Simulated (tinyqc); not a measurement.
# Shallow acceptor in the spherical model (Baldereschi-Lipari), strong spin-orbit limit, step by step

A worked calculation. Computed by tinyqc, a small Python program that keeps every step. Command: `OMP_NUM_THREADS=1 python tinyqc.py 3002894 3002895 out.jsonl acceptor walk`. One thread of a shared host (Intel(R) Xeon(R) Processor @ 2.30GHz), about 0.01 s of CPU time with the checks. Intermediate numbers are printed to about 5 digits and carried at full precision; extremes and crossings named in words are read from the listed rows.

The 1S(3/2) state has an s envelope f(r) and a d envelope g(r). In effective units they obey -(f'' + 2f'/r + 2f/r) + mu (g'' + 5g'/r + 3g/r^2) = E f and -(g'' + 2g'/r - 6g/r^2 + 2g/r) + mu (f'' - f'/r) = E g. The cubic term, the split-off band and the central cell are left out.

Inputs (values chosen for the exercise, for a model semiconductor):
```
quantity                  value  unit
Luttinger gamma_1          22.9     -
Luttinger gamma_2          6.68     -
Luttinger gamma_3          7.03     -
dielectric constant eps    8.31     -
functions per channel n       1     -
smallest exponent zeta_1   0.72  1/a*
ratio beta of exponents     2.4     -
```

Constants: Ry = 13.605693123 eV; a_0 = 0.529177210903 angstrom.

## Effective units and couplings

Ry* = Ry/(gamma_1 eps^2), a* = a_0 eps gamma_1, mu = (6 gamma_3 + 4 gamma_2)/(5 gamma_1), delta = (gamma_3 - gamma_2)/gamma_1; spherical masses 1/(gamma_1 (1 - mu)) (heavy) and 1/(gamma_1 (1 + mu)) (light).

Ry* = 8.6037 meV

a* = 100.70 angstrom

mu = 0.60175

delta = 0.015284

heavy-hole mass = 0.10965 m_0

light-hole mass = 0.027263 m_0

## Matrices in a small basis

zeta_i = zeta_1 beta^(i-1), i = 1..n, in both channels. Basis: f_i = exp(-zeta_i r), g_i = r exp(-zeta_i r), weight r^2 dr, s = zeta_i + zeta_j. S_ff = 2/s^3, H_ff = zeta_i zeta_j S_ff - 2/s^2; S_gg = 24/s^5, H_gg = 8/s^3 + 24 zeta_i zeta_j/s^5 - 12/s^4; H(f_i, g_j) = mu (6 zeta_i^2/s^4 + 2 zeta_i/s^3); S_fg = 0. Each function is normalised by sqrt(S_ii).

H (Ry*):
```
         f1       g1
f1  -0.9216  0.45025
g1  0.45025   0.4896
```

S:
```
    f1  g1
f1   1   0
g1   0   1
```

## Lowest level in the small basis

H c = E S c with c^T S c = 1 and the largest component positive; the d weight is the part of the norm in g.

E = -1.0530 Ry*

coefficients: f1 0.95995, g1 -0.28019

d weight = 0.078504

## Converged levels

Large basis: zeta_i = 0.08 x 1.55^(i-1), i = 1..20 in each channel; overlap eigenvalues below 1e-11 are dropped. Binding energies are -E Ry*; the mass that fits is E(1S) eps^2/Ry.

1S(3/2) binding in Ry* = 1.5075

1S(3/2) binding energy = 12.970 meV

2S(3/2) binding energy = 3.6815 meV

d weight of 1S(3/2) = 0.16172

Hydrogenic mass that fits = 0.065829 m_0

The small basis recovers 69.9 % of the binding. The ratio 2S/1S is 0.284 against the hydrogenic 0.25. The fitted mass is 60 % of the heavy-hole mass.

## One mass for the acceptor?

Hydrogenic binding Ry m/eps^2; the density-of-states mass is (m_H^(3/2) + m_L^(3/2))^(2/3); errors are against the large basis.

1S binding energy:
```
mass                     value (m_0)  binding (meV)  error (%)
light hole                   0.02726          5.371    -58.586
1/gamma_1                    0.04367          8.604    -33.665
mean of heavy and light      0.06846         13.487      3.990
heavy hole                   0.10965         21.603     66.565
density of states            0.11853         23.354     80.063
```

The coupled result, 12.97 meV, lies between the 1/gamma_1 value (no coupling) and the heavy-hole value; the closest single rule here is "mean of heavy and light", off by +4.0 %.

## Binding against mu

The formulas are those given above.

1S(3/2):
```
mu    binding (Ry*)  d weight  binding x (1 - mu)
0.10         1.0091   0.00424             0.90817
0.18         1.0301   0.01377             0.84466
0.36         1.1336   0.05590             0.72549
0.50         1.2985   0.10979             0.64927
0.60         1.5029   0.16074             0.60117
0.80         2.5802   0.29828             0.51604
0.90         4.7683   0.38818             0.47683
0.95         9.1447   0.44002             0.45723
```

The binding grows from 1.009 to 9.14 Ry*, slowly at first (second order in mu), while the d weight rises to 0.44. The last column, the binding in units of the heavy-hole Rydberg, falls to 0.457, towards about 0.44 as mu tends to 1.

Checks made by the program: mu = 0 against hydrogen, 1 and 1/4 (relative difference 4e-06); the coupling element from the adjoint operator (relative difference below 1e-10).
